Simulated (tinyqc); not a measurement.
CCSD on RHF in the sto-6g basis, for H6, spin multiplicity 1, step by step. One step of it, computed by the program tinyqc.

Problem. CCSD: starting amplitudes. t_ij^ab = <ij||ab> / (e_i + e_j - e_a - e_b), whose energy is MP2.

orbital energies (hartree): MO1 -0.661493, MO2 -0.564913, MO3 -0.436075, MO4 0.365477, MO5 0.660189, MO6 1.019966

Two-electron integrals over orbitals (pq|rs), unique and non-zero (hartree):
```
p,q,r,s,(pq|rs)
1,1,1,1,0.412705
2,1,1,1,-0.000218
2,1,2,1,0.128499
2,2,1,1,0.326926
2,2,2,1,0.000284
2,2,2,2,0.388739
3,1,1,1,0.081381
3,1,2,1,0.000190
3,1,2,2,-0.056001
3,1,3,1,0.128988
3,2,1,1,0.000268
3,2,2,1,-0.124507
3,2,2,2,-0.000356
3,2,3,1,-0.000080
3,2,3,2,0.142914
3,3,1,1,0.385897
3,3,2,1,-0.000101
3,3,2,2,0.343873
3,3,3,1,0.044571
3,3,3,2,0.000158
3,3,3,3,0.386786
4,1,1,1,-0.000144
4,1,2,1,0.036237
4,1,2,2,0.000039
4,1,3,1,-0.000020
4,1,3,2,0.003868
4,1,3,3,8.73e-07
4,1,4,1,0.080954
4,2,1,1,0.056047
4,2,2,1,0.000028
4,2,2,2,-0.003084
4,2,3,1,0.049521
4,2,3,2,0.000044
4,2,3,3,0.015003
4,2,4,1,-0.000020
4,2,4,2,0.070530
4,3,1,1,-0.000055
4,3,2,1,0.060945
4,3,2,2,0.000128
4,3,3,1,0.000139
4,3,3,2,-0.059992
4,3,3,3,-0.000030
4,3,4,1,0.015509
4,3,4,2,0.000051
4,3,4,3,0.075750
4,4,1,1,0.384182
4,4,2,1,-0.000059
4,4,2,2,0.343165
4,4,3,1,0.040557
4,4,3,2,0.000101
4,4,3,3,0.375113
4,4,4,1,-0.000025
4,4,4,2,0.023876
4,4,4,3,-0.000008
4,4,4,4,0.389262
5,1,1,1,0.008774
5,1,2,1,-0.000038
5,1,2,2,0.026883
5,1,3,1,-0.022534
5,1,3,2,-0.000006
5,1,3,3,-0.009572
5,1,4,1,-0.000096
5,1,4,2,0.038928
5,1,4,3,0.000010
5,1,4,4,0.000156
5,1,5,1,0.048091
5,2,1,1,-0.000009
5,2,2,1,0.022151
5,2,2,2,0.000072
5,2,3,1,-3.18e-07
5,2,3,2,0.004727
5,2,3,3,0.000013
5,2,4,1,0.055609
5,2,4,2,0.000141
5,2,4,3,-0.038485
5,2,4,4,0.000015
5,2,5,1,0.000051
5,2,5,2,0.088474
5,3,1,1,-0.064183
5,3,2,1,-0.000031
5,3,2,2,-0.002643
5,3,3,1,-0.053921
5,3,3,2,-0.000030
5,3,3,3,-0.029004
5,3,4,1,0.000036
5,3,4,2,-0.067080
5,3,4,3,-0.000073
5,3,4,4,-0.024463
5,3,5,1,-0.033683
5,3,5,2,-0.000104
5,3,5,3,0.071965
5,4,1,1,-0.000277
5,4,2,1,0.124888
5,4,2,2,0.000342
5,4,3,1,0.000078
5,4,3,2,-0.136551
5,4,3,3,-0.000160
5,4,4,1,0.005201
5,4,4,2,-0.000036
5,4,4,3,0.061479
5,4,4,4,-0.000112
5,4,5,1,4.10e-06
5,4,5,2,-0.002069
5,4,5,3,0.000029
5,4,5,4,0.146724
5,5,1,1,0.341183
5,5,2,1,0.000191
5,5,2,2,0.391790
5,5,3,1,-0.045419
5,5,3,2,-0.000248
5,5,3,3,0.354955
5,5,4,1,0.000023
5,5,4,2,0.002060
5,5,4,3,0.000091
5,5,4,4,0.363523
5,5,5,1,0.027131
5,5,5,2,0.000066
5,5,5,3,-0.005679
5,5,5,4,0.000256
5,5,5,5,0.415623
6,1,1,1,0.000015
6,1,2,1,-0.001859
6,1,2,2,-0.000040
6,1,3,1,0.000065
6,1,3,2,-0.013905
6,1,3,3,-1.94e-06
6,1,4,1,-0.029135
6,1,4,2,-0.000050
6,1,4,3,-0.050632
6,1,4,4,2.97e-06
6,1,5,1,-0.000060
6,1,5,2,0.031228
6,1,5,3,0.000059
6,1,5,4,0.010873
6,1,5,5,-0.000045
6,1,6,1,0.066372
6,2,1,1,0.014585
6,2,2,1,-0.000023
6,2,2,2,0.032135
6,2,3,1,-0.020248
6,2,3,2,-0.000011
6,2,3,3,0.001462
6,2,4,1,-0.000067
6,2,4,2,0.035721
6,2,4,3,-1.47e-06
6,2,4,4,-0.000328
6,2,5,1,0.044275
6,2,5,2,0.000085
6,2,5,3,-0.037538
6,2,5,4,0.000009
6,2,5,5,0.031220
6,2,6,1,-0.000047
6,2,6,2,0.046545
6,3,1,1,0.000145
6,3,2,1,-0.040209
6,3,2,2,-0.000042
6,3,3,1,8.82e-07
6,3,3,2,0.004806
6,3,3,3,0.000017
6,3,4,1,-0.077708
6,3,4,2,0.000009
6,3,4,3,-0.018206
6,3,4,4,0.000013
6,3,5,1,0.000090
6,3,5,2,-0.055631
6,3,5,3,-0.000032
6,3,5,4,-0.004588
6,3,5,5,-0.000025
6,3,6,1,0.028967
6,3,6,2,0.000072
6,3,6,3,0.083348
6,4,1,1,-0.083206
6,4,2,1,-0.000137
6,4,2,2,0.048415
6,4,3,1,-0.123297
6,4,3,2,0.000027
6,4,3,3,-0.045989
6,4,4,1,0.000026
6,4,4,2,-0.051537
6,4,4,3,-0.000117
6,4,4,4,-0.045549
6,4,5,1,0.019302
6,4,5,2,-2.26e-07
6,4,5,3,0.054538
6,4,5,4,-0.000031
6,4,5,5,0.048871
6,4,6,1,-0.000059
6,4,6,2,0.019209
6,4,6,3,-0.000012
6,4,6,4,0.132821
6,5,1,1,-0.000218
6,5,2,1,0.130781
6,5,2,2,0.000298
6,5,3,1,0.000191
6,5,3,2,-0.128289
6,5,3,3,-0.000100
6,5,4,1,0.037308
6,5,4,2,0.000028
6,5,4,3,0.064437
6,5,4,4,-0.000057
6,5,5,1,-0.000040
6,5,5,2,0.022977
6,5,5,3,-0.000033
6,5,5,4,0.134541
6,5,5,5,0.000217
6,5,6,1,-0.002960
6,5,6,2,-0.000024
6,5,6,3,-0.044313
6,5,6,4,-0.000152
6,5,6,5,0.146554
6,6,1,1,0.440015
6,6,2,1,-0.000178
6,6,2,2,0.348467
6,6,3,1,0.088292
6,6,3,2,0.000238
6,6,3,3,0.414016
6,6,4,1,-0.000140
6,6,4,2,0.062355
6,6,4,3,-0.000034
6,6,4,4,0.419718
6,6,5,1,0.010224
6,6,5,2,2.41e-06
6,6,5,3,-0.072441
6,6,5,4,-0.000255
6,6,5,5,0.373615
6,6,6,1,0.000015
6,6,6,2,0.017064
6,6,6,3,0.000148
6,6,6,4,-0.096758
6,6,6,5,-0.000193
6,6,6,6,0.495208
```

Give: Starting amplitudes; correlation energy.

Solution.

Starting amplitudes (spin orbitals 1a, 1b, ...; amplitudes related by a flip of all spins are not repeated; the 24 largest):
```
from,to,t
3a 3b,4a 4b,-0.047
1a 1b,4a 4b,-0.039
2a 2b,4a 4b,-0.038
2a 2b,5a 5b,-0.036
2a 3b,4a 5b,0.033
3a 3b,5a 5b,-0.033
1a 3b,4a 6b,0.031
3a 3b,6a 6b,-0.029
1a 2b,4a 5b,-0.025
2a 3b,5a 6b,0.021
1a 3b,4b 6a,-0.020
1a 1b,6a 6b,-0.020
2a 3b,4b 5a,-0.019
1a 1b,5a 5b,-0.018
1a 2b,4b 5a,0.017
1a 2b,5a 6b,-0.015
2a 2b,6a 6b,-0.015
2a 2b,4a 6b,-0.014
2a 3a,4a 5a,0.014
2a 3b,5b 6a,-0.014
1a 3b,5a 5b,0.014
1a 3a,4a 6a,0.011
1a 1b,4a 6b,0.011
1a 2b,5b 6a,0.011
```

correlation energy = -0.04823 hartree
